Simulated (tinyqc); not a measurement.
From results back to parameters: short-period [001] superlattice in sp3s* tight binding. Two cases, with inputs chosen for the exercise.

Problem. The lowest empty level at q = 0 of a cell with n = nw and m = 6 was computed for a hidden offset dEv between 0.05 and 0.9 eV.

Planes alternate anion, cation along [001], a/4 apart; at zero in-plane momentum s, pz, s* form one block. All levels of A are shifted so that its Ev (lower root of [[Epa, Vxx], [Vxx, Epc]]) is 0, and those of B so that its Ev is -dEv. A monolayer is an anion plane and the cation plane above it; an anion between unlike cations takes the mean of the two anion levels; each bond takes the couplings of its cation. Block from an anion to the cation above: U with Vss/2 (s,s), Vsapc/2 (s,z), -Vscpa/2 (z,s), Vxx/2 (z,z), Vxapc/2 (s*,z), -Vpaxc/2 (z,s*); to the cation below: the same with the s-z and s*-z signs reversed. The cell of n + m monolayers is closed with the phase exp(2 pi i q). No spin-orbit coupling. In this block 2 (n + m) levels are filled.

Case 1.

Values chosen (out of a larger set: A near a published set for GaAs, B for AlAs; not measured data): pA = (-8.345, 1.04, -2.655, 3.666, 8.598, 6.738, -6.464, 1.95, 5.065, 4.475, 5.784, 4.837, 4.813) eV (order Esa, Epa, Esc, Epc, Exa, Exc, Vss, Vxx, Vxy, Vsapc, Vscpa, Vxapc, Vpaxc); pB = (-7.529, 0.982, -1.162, 3.583, 7.48, 6.728, -6.649, 1.877, 4.296, 5.116, 5.507, 4.51, 4.98) eV (the same for B); nw = 14 (monolayers of A).

level = 1.654597 eV

Case 2.

Values chosen (out of a larger set: A near a published set for GaAs, B for AlAs; not measured data): pA = (-8.32, 1.038, -2.66, 3.661, 8.569, 6.722, -6.466, 1.954, 5.068, 4.478, 5.798, 4.843, 4.794) eV (order Esa, Epa, Esc, Epc, Exa, Exc, Vss, Vxx, Vxy, Vsapc, Vscpa, Vxapc, Vpaxc); pB = (-7.529, 0.983, -1.16, 3.596, 7.494, 6.746, -6.651, 1.874, 4.291, 5.099, 5.513, 4.517, 4.982) eV (the same for B); nw = 17 (monolayers of A).

level = 1.651049 eV

Find: dEv.

Solution.

Case 1.

dEv = 0.55 eV

The level falls as dEv grows, since the conduction edges of B come down with it: 1.6712 eV at 0.05 and 1.4173 eV at 0.9. Bisection finds the one offset that fits; the slope there is -0.041, about minus the weight of the state in B.

Case 2.

dEv = 0.24 eV

The level falls as dEv grows, since the conduction edges of B come down with it: 1.6547 eV at 0.05 and 1.4105 eV at 0.9. Bisection finds the one offset that fits; the slope there is -0.021, about minus the weight of the state in B.

Computed by tinyqc, one run a case: `OMP_NUM_THREADS=1 python tinyqc.py N N+1 out.jsonl` with N = 1481295, 1481301; one thread of a shared Intel(R) Xeon(R) Processor @ 2.30GHz, about 0.5 s a run at most.
